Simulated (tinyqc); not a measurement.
# A stack of flat layers between unequal leads with mass mismatch, transfer matrices, step by step

Program tinyqc, `OMP_NUM_THREADS=1 python tinyqc.py 2560113 2560114 out.jsonl`; Intel Xeon 2.30GHz, shared host, one thread, about 0.01 s. Printed values are rounded.

One electron of energy E comes from the left lead (band edge 0); no transverse momentum. Parabolic bands, masses in units of m0, C = hbar^2/(2 m0); psi and psi'/m are continuous at every interface. The layers follow each other from left to right, then the right lead.

Values chosen for this exercise; masses and band edges of a made-up stack:
- mL = 0.2 m0 (mass in the left lead)
- U = [0.58, 0.22, 0.4, -0.17] eV (band edges of the layers, left to right)
- m = [0.23, 0.25, 0.25, 0.23] m0 (masses of the layers)
- d = [1.4, 1, 0.5, 1.1] nm (widths of the layers)
- UR = -0.08 eV (band edge of the right lead)
- mR = 0.21 m0 (mass in the right lead)
- E = 0.928 eV (electron energy)

Constants: q = 1.602176634e-19 C, hbar = 1.054571817e-34 J s, m0 = 9.1093837015e-31 kg, hbar^2/(2 m0) = 0.0380998212 eV nm^2. Results are converted to the units shown.

Range of the model: Masses are held fixed, although real bands cease to be parabolic a few tenths of an eV from their edges (inside a barrier too). Layers thinner than about 0.8 nm hold only a few atomic planes, where an effective mass is a rough description.

## Wave numbers

k = sqrt(m (E - U)/C) where E > U, K = sqrt(m (U - E)/C) where E < U; v = k/m in the leads.

Layers:
```
	U (eV)	m (m0)	d (nm)	k or K (1/nm)	which
1	0.58	0.23	1.4	1.449413	k
2	0.22	0.25	1	2.155387	k
3	0.4	0.25	0.5	1.861339	k
4	-0.17	0.23	1.1	2.574564	k
```

vL = 11.03564 1/nm
vR = 11.22430 1/nm

## Matrices of the layers

For the pair (psi, psi'/m) a flat layer has M = [[cos kd, (m/k) sin kd], [-(k/m) sin kd, cos kd]] with k = sqrt(m (E - U)/C) above its edge U, and M = [[cosh Kd, (m/K) sinh Kd], [(K/m) sinh Kd, cosh Kd]] with K = sqrt(m (U - E)/C) below it. M12 is in nm, M21 in 1/nm.

M of layer 1:
```
	1	2
1	-0.4424973	0.1423039
2	-5.651259	-0.4424973
```

M of layer 2:
```
	1	2
1	-0.5518577	0.09672723
2	-7.189838	-0.5518577
```

M of layer 3:
```
	1	2
1	0.5972971	0.1077208
2	-5.971325	0.5972971
```

M of layer 4:
```
	1	2
1	-0.9524638	0.02721622
2	-3.410196	-0.9524638
```

## Product of the matrices

The matrix of the later layer stands to the left: M = M_n ... M_2 M_1; det M = 1.

M:
```
	1	2
1	-0.3227751	0.1560029
2	-7.002619	0.2863561
```

## Transmission and reflection

The matrix M carries (psi, psi'/m) across the stack, and v = k/m in each lead. psi = 1 + r at the left edge (incident amplitude 1) and t at the right edge. With det M = 1, a = i vR M11 - M21 and b = -vL vR M12 - i vL M22: t = 2 i vL/(a - b), r = -(a + b)/(a - b), T(E) = (vR/vL) |t|^2, R(E) = |r|^2.

t = -0.0147336+0.8381156i
r = 0.4633403+0.2657984i
T(E) = 0.7146670
R(E) = 0.2853330

T(E) + R(E) = 1: the current is conserved.
